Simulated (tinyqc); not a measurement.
Delta-doped layer in the Thomas-Fermi potential: sweeps and comparisons. A value that a table varies takes the place of the one given here.

All donors ionised in the plane z = 0, zero temperature, energies from the Fermi level EF of the Thomas-Fermi model, which lies at the bulk band edge; c = hbar^2/2m0, q = e^2/(4 pi eps0). gv = 4 equivalent valleys, m_d = sqrt(m3^3/mz) in the plane. With n = (gv/3 pi^2)(m3 (-V)/c)^(3/2) and V'' = -(4 pi q/eps) n for z > 0, the solution is V = -b/(|z| + z0)^4 with sqrt(b) = 20/K, K = (4 pi q/eps)(gv/3 pi^2)(m3/c)^(3/2), and z0^5 = 4b/(e F0), e F0 = 2 pi q N/eps; 1e13/cm^2 = 1e-3/angstrom^2. Exchange and correlation are left out.

Subbands solve -(c/m_z) psi'' + V psi = E psi on 1280 points of spacing z0/80; up to ten levels for each group, kept if bound with an rms width below 2.5 z0.

Constants: hbar^2/2m0 = 3.80998211 eV angstrom^2; e^2/(4 pi eps0) = 14.39964547 eV angstrom.

Values chosen for the exercise (near those of a delta-doped layer in Ge; not measured data):
```
symbol  value                                    unit         meaning
m3      0.225                                    m0           density-of-states mass of a valley
mz      0.124                                    m0           mass along z
eps     15.8                                                  dielectric constant
Nl      (0.13, 0.26, 0.52, 0.91, 1.6, 2.6, 4.2)  x 1e13/cm^2  sheet densities
N       1.3                                      x 1e13/cm^2  donor sheet density
```

## Doping density

The well, the lowest level and the filling anew; at zero temperature n_i = g m_d (mu - E_i)/(2 pi c), with mu fixed by sum n_i = N.

Results:
```
N (1e13/cm^2)  z0 (angstrom)  depth (eV)  lowest (eV)  next - lowest (eV)  occupied  share of lowest (%)
0.13                    84.7      0.0158      -0.0029                   -         1                100.0
0.26                    73.7      0.0274      -0.0058                   -         1                100.0
0.52                    64.2      0.0478      -0.0115                   -         1                100.0
0.91                    57.4      0.0748      -0.0199                   -         1                100.0
1.6                     51.3      0.1174      -0.0345                   -         1                100.0
2.6                     46.5      0.1732      -0.0549                   -         1                100.0
4.2                     42.3      0.2541      -0.0865                   -         1                100.0
```

What does this show, and why?

The depth grows as N^(4/5) and z0 shrinks as N^(-1/5): factors 16.1 and 2.00 for 32 times the doping. The lowest level deepens faster, with exponent 0.98, since the zero-point energy takes a smaller share of a deeper well (82 % falling to 66 %). The number of occupied subbands stays at 1. Up to N = 0.26 the donor spacing exceeds 1.5 Bohr radii (one radius, a0 eps/m with the density-of-states mass, is 37 angstrom), where a uniform sheet is a crude picture of discrete donors (beyond about three radii electrons stay on single donors).

## What each parameter does

z0, depth, lowest level and its rms width. Each row changes one parameter from the base and keeps the others.

Results:
```
case                  z0 (angstrom)  depth (eV)  lowest (eV)  rms z (angstrom)
base                          53.44      0.0995      -0.0282             28.07
N = 0.78 x 1e13/cm^2          59.19      0.0661      -0.0172             35.19
eps = 14.2                    50.13      0.1038      -0.0284             27.72
m3 = 0.259 m0                 49.12      0.0914      -0.0232             30.10
mz = 0.105 m0                 53.44      0.0995      -0.0263             31.04
```

How do the results move?

The largest shifts from the base row, up to three for each result and ties (the steps differ in size, so this ranks the rows, not the parameters). z0 (angstrom): N +5.75, m3 -4.33, eps -3.32; unchanged at the printed digits by mz. depth (eV): N -0.0334, m3 -0.0081, eps +0.0043; unchanged at the printed digits by mz. lowest (eV): N +0.0110, m3 +0.0050, mz +0.0019. rms z (angstrom): N +7.12, mz +2.97, m3 +2.03.

(tinyqc, `OMP_NUM_THREADS=1 python tinyqc.py 1281912 1281913 out.jsonl`, Intel(R) Xeon(R) Processor @ 2.30GHz, 1 thread, shared host, about 0.1 s.)
